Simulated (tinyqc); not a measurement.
Inside a calculation: standing waves and exposure in a photoresist film. Values are carried at full precision from step to step, so a last printed digit may differ when a step is redone from the rounded ones.

Normal incidence from air. Unexposed resist: N1 = n1 + i k1 with k1 = (A + B) lam/(4 pi), lam in micrometres. r01 = (1 - N1)/(1 + N1), t01 = 2/(1 + N1). Below the resist lie the layer Na = na + i ka and the substrate Ns = ns + i ks: r12 = (r1a + ras x)/(1 + r1a ras x), x = exp(4 pi i Na da/lam), r1a = (N1 - Na)/(N1 + Na), ras = (Na - Ns)/(Na + Ns). With p = exp(2 pi i N1 d/lam), the field at depth z is E(z) = t01 [exp(2 pi i N1 z/lam) + r12 p^2 exp(-2 pi i N1 z/lam)]/(1 + r01 r12 p^2), the relative intensity I(z) = n1 |E(z)|^2 and the reflectance R = |(r01 + r12 p^2)/(1 + r01 r12 p^2)|^2.

Values chosen for the exercise (a resist on W, indices near tabulated ones; the results hold for these values, not for the real material):

| symbol | value | unit | meaning |
|---|---|---|---|
| lam | 193 | nm | vacuum wavelength |
| n1 | 1.684 |  | resist index |
| A | 0.14 | 1/micrometre | bleachable absorption (Dill A) |
| B | 0.57 | 1/micrometre | fixed absorption (Dill B) |
| d | 196 | nm | resist thickness |
| ns | 1.302 |  | substrate n |
| ks | 2.956 |  | substrate k |
| na | 1.816 |  | n of the bottom antireflection layer |
| ka | 0.305 |  | its k |
| da | 74 | nm | its thickness |
| C | 0.035 | cm^2/mJ | exposure rate (Dill C) |
| D | 30 | mJ/cm^2 | incident dose |
| Ld | 10 | nm | diffusion length of the post-exposure bake |

## Interface coefficients

Form N1, r01, t01 and r12.

N1 = 1.68400+0.01090i
r01 = -0.2549-0.0030i
t01 = 0.7451-0.0030i
r12 = 0.0882-0.0410i
|r12|^2 = 0.0095

Next to the bottom the intensity swings by a factor ((1 + |r12|)/(1 - |r12|))^2 = 1.48 between antinode and node; without the layer |r12|^2 would be 0.4978.

## Round trip and reflectance

Form p^2, the denominator and R; the period of the standing wave is lam/(2 n1).

p^2 = -0.7634+0.4175i
1 + r01 r12 p^2 = 1.0130-0.0172i
R = 0.0948
period = 57.30 nm

The film holds 3.42 periods.

## Intensity and exposure over the lowest period

Nine depths from d - period to d. Without bleaching during the exposure the share of unexposed compound is m = exp(-C D I).

Profile:

| z (nm) | I | m |
|---|---|---|
| 138.7 | 0.972 | 0.360 |
| 145.9 | 0.881 | 0.396 |
| 153.0 | 0.759 | 0.451 |
| 160.2 | 0.676 | 0.492 |
| 167.3 | 0.676 | 0.491 |
| 174.5 | 0.759 | 0.451 |
| 181.7 | 0.873 | 0.400 |
| 188.8 | 0.949 | 0.369 |
| 196.0 | 0.940 | 0.373 |

I runs from 0.676 to 0.972 on these points, so m runs from 0.360 to 0.492; the least exposed point listed lies 35.8 nm above the bottom.

## Smoothing by the bake

Gaussian diffusion of length Ld multiplies a cosine of period L by exp(-2 pi^2 Ld^2/L^2). Give that factor, and the Ld that leaves 10 %.

factor = 0.548
Ld for 10 % = 19.57 nm

## Checks

- R against the transfer-matrix product: both 0.094774.

Run: tinyqc, `OMP_NUM_THREADS=1 python tinyqc.py 1652745 1652746 out.jsonl`; Intel(R) Xeon(R) Processor @ 2.30GHz, one thread, shared host; about 0.01 s of CPU time with all checks.
